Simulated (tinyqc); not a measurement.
Worked calculation: bound state in one dimension: Numerov shooting, finite differences, DVR. Computed by tinyqc, a small Python program that keeps every step. Settings: points = 64. Command: `OMP_NUM_THREADS=1 python tinyqc.py 30572 30573 out.jsonl` (the two numbers bound the seeds that draw the settings). One thread of a shared host (Intel(R) Xeon(R) Processor @ 2.60GHz), about 0.01 s of CPU time with the checks.

## Numerov steps at E = 0.1

One particle of mass 1 in V = 0.77^2 x^2/2 + 0.02 x^4 (atomic units), psi = 0 at both ends:
```
parameter                 value
left end              -4.500000
right end              4.500000
intervals                    64
h                      0.140625
state sought (nodes)          2
```

k_i = 2 m (E - V_i); (1 + h^2 k_(i+1)/12) y_(i+1) = 2 (1 - 5 h^2 k_i/12) y_i - (1 + h^2 k_(i-1)/12) y_(i-1), from y_0 = 0, y_1 = 0.001.

Points along the way:
```
i          x         V          k         y
0   -4.50000  14.20436  -28.20873   0.00000
1   -4.35938  12.85694  -25.51387   0.00100
2   -4.21875  11.61144  -23.02289   0.00252
3   -4.07812  10.46216  -20.72433   0.00521
4   -3.93750   9.40356  -18.60711   0.01008
5   -3.79688   8.43027  -16.66054   0.01873
21  -1.54688   0.82386   -1.44773   9.45805
22  -1.40625   0.66445   -1.12891  11.62226
23  -1.26562   0.52617   -0.85234  14.04499
24  -1.12500   0.40723   -0.61446  16.70352
25  -0.98438   0.30604   -0.41207  19.56421
26  -0.84375   0.22118   -0.24237  22.58370
```

## Bisection on the node count

With more sign changes than the state has nodes (the last point included) the energy is too high, else too low; the bracket starts as 0.1 to 12.

Trials:
```
trial          E  sign changes  y at the right end   next
1      6.0500000             6            3.79e-01  lower
2      3.0750000             3           -1.08e+01  lower
3      1.5875000             2            1.02e+03  raise
4      2.3312500             3           -8.47e+01  lower
5      1.9593750             2            2.93e+02  raise
6      2.1453125             2            3.49e+01  raise
7      2.2382812             3           -4.02e+01  lower
8      2.1917969             3           -6.80e+00  lower
9      2.1685547             2            1.30e+01  raise
10     2.1801758             2            2.82e+00  raise
11     2.1859863             3           -2.05e+00  lower
12     2.1830811             2            3.69e-01  raise
13     2.1845337             3           -8.46e-01  lower
14     2.1838074             3           -2.40e-01  lower
...          ...           ...                 ...    ...
29     2.1835211             3           -1.53e-05  lower
30     2.1835211             3           -6.04e-06  lower
31     2.1835210             3           -1.40e-06  lower
```

eigenvalue = 2.1835210 hartree

## The same grid by other methods

Three-point finite differences and the sine-DVR kinetic matrix of Colbert and Miller on the same points.

Lowest levels (hartree):
```
state  finite differences      DVR
0                 0.40690  0.40734
1                 1.25810  1.26056
2                 2.17648  2.18355
3                 3.14967  3.16456
4                 4.16958  4.19603
```
